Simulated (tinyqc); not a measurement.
Choosing the offset: vacuum evaporation: vapour pressure, source flux, thickness distribution, purity and step coverage. Computed by tinyqc, a small Python program. Command: `OMP_NUM_THREADS=1 python tinyqc.py 3114184 3114185 out.jsonl evap walk`. One thread of a shared host (Intel(R) Xeon(R) Processor @ 2.30GHz), about 0.01 s of CPU time with the checks.

Molecular flow, unit sticking of the metal, no re-evaporation. The background gas is taken as water vapour (18.015 g/mol, collision diameter 0.37 nm) at 300 K.

Inputs (values chosen for the exercise, modelled on nickel, with constants for the liquid): directionality n = 1; source-to-wafer distance h = 27 cm; wafer radius R = 2.5 cm.

Method. Rotating wafer, source offset by s and facing upwards: thickness at radius r is the mean over the angle a of (1 + (r^2 + s^2 - 2 r s cos a)/h^2)^(-(n + 3)/2), by 360 equal steps; non-uniformity (max - min)/(max + min) over 21 radii from 0 to R. The curvature at the centre vanishes at s/h = sqrt(2/(n + 3)).

Against the offset:
```
s/h  centre thickness  edge over centre  non-uniformity (%)
0.0            1.0000            0.9831             0.85366
0.2            0.9246            0.9856             0.72734
0.4            0.7432            0.9913             0.43440
0.5            0.6400            0.9945             0.27649
0.6            0.5407            0.9974             0.13242
0.7            0.4504            0.9998             0.01044
0.8            0.3718            1.0017             0.08672
0.9            0.3052            1.0032             0.16005
1.1            0.2047            1.0050             0.24778
```

The best row, s/h = 0.7, has 0.010 % against 0.85 % on the axis, at the price of a rate lower by a factor 2.22; the small-wafer optimum is sqrt(2/(n + 3)) = 0.71.

Extremes, crossings and ranges named in words are read from the listed rows.
